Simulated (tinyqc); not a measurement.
Tight binding, kagome lattice, step by step. One step of it, computed by the program tinyqc.

Task: Bloch Hamiltonian at K. H_AB = -t1 - t2 exp(-i k.a1), H_AC = -t1 - t2 exp(-i k.a2), H_BC = -t1 - t2 exp(i k.(a1 - a2)), H_CC = delta.

Parameters chosen for this model:
```
parameter      value                unit
t1          0.960000    eV, up triangles
t2          1.850000  eV, down triangles
delta      -0.920000        eV on site C
```

k point K (fractions of the reciprocal vectors): 0.333333  0.666667

Give: H(k) at K.

Result:

H(k) at K (eV), lower triangle (Hermitian):
```
               A              B       C
A          0.000
B  -0.035-1.602i          0.000
C  -0.035+1.602i  -0.035-1.602i  -0.920
```
